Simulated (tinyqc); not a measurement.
AlGaN/GaN HEMT with access regions, lumped model: output curve without and with trapping.

A polarisation-induced electron sheet under a Schottky gate, in series with two ungated access regions and contacts. Drift law v = mu E/(1 + mu E/vs) under the gate. Currents in mA/mm, resistances in ohm mm. No self-heating, no channel-length modulation; fits for polarisation, barrier and offset are chosen for the exercise.

sigma = (5e13 x + 1.6e13 x^2) cm^-2, phiB = 0.84 + 1.3 x, dEc = 0.7 (1.71 x + x^2) in volts, Cb = eps0 eps_r/d, VT = phiB - dEc - q sigma/Cb, access density n0 = -Cb VT/q. Access resistance R(L, n) = L/(q mu n sqrt(1 - (I/(q n vs))^2)); Rs = Rc + R(Ls, n0), Rd = Rc + R(Ld, (1 - ft) n0). Vg' = Vg - I Rs, Vd' = Vd - I (Rs + Rd); with u = Vg' - VT, Vc = vs Lg/mu and w the smaller of Vd' and Vc [sqrt(1 + 2 u/Vc) - 1] (0 if negative), the channel gives (mu Cb/Lg)(u w - w^2/2)/(1 + w/Vc). I equals that channel current. The two columns take ft = 0 and ft = 0.14; collapse = 1 - (second)/(first).

Inputs (values chosen for the exercise); values close to those of AlGaN/GaN structures:
```
symbol,value,unit,meaning
x,0.25,,aluminium share of the barrier
d,15,nm,barrier thickness
eps_r,9.5,,relative permittivity of barrier and channel
mu,1300,cm^2/(V s),channel mobility
vs,1.6e7,cm/s,saturation velocity
Lg,0.15,um,gate length
Ls,1,um,source access length
Ld,1.5,um,drain access length
Rc,0.17,ohm mm,resistance of each contact
Vg,1,V,gate voltage
```

Constants: q = 1.602176634e-19 C, eps0 = 8.8541878128e-14 F/cm where lengths are in cm. Results are converted to the units shown.

Output curve without and with trapping:
```
Vd (V)  I, ft = 0 (mA/mm)  I, ft = 0.14 (mA/mm)  collapse (%)
0.25                163.7                 152.7         6.744
0.5                 325.2                 303.3         6.738
1                   635.7                 592.8         6.759
2                    1175                  1095         6.804
3                    1561                  1463         6.233
4                    1713                  1684         1.701
6                    1713                  1713         0.000
8                    1713                  1713         0.000
12                   1713                  1713         0.000
```

Read the table: what changes, and by how much?

Without trapping the current rises from 164 to 1710 mA/mm and first comes within 2 % of its last value at Vd = 4 V among the rows; with trapping that knee lies at 4 V. The collapse is 6.7 % in the first row, at most 6.8 % and 0 % in the last: once the gated channel saturates, the drain access only takes spare voltage. For Vd = 4 to 12 V the power passes 5 W/mm, where self-heating, left out here, lowers the current. In every row Vg comes within 0.2 V of phiB or passes it, so at low drain current, as for Ron, the Schottky gate would conduct.

tinyqc, about 0.02 s, one thread, Intel Xeon 2.30GHz (shared host): `OMP_NUM_THREADS=1 python tinyqc.py 2570060 2570061 out.jsonl`
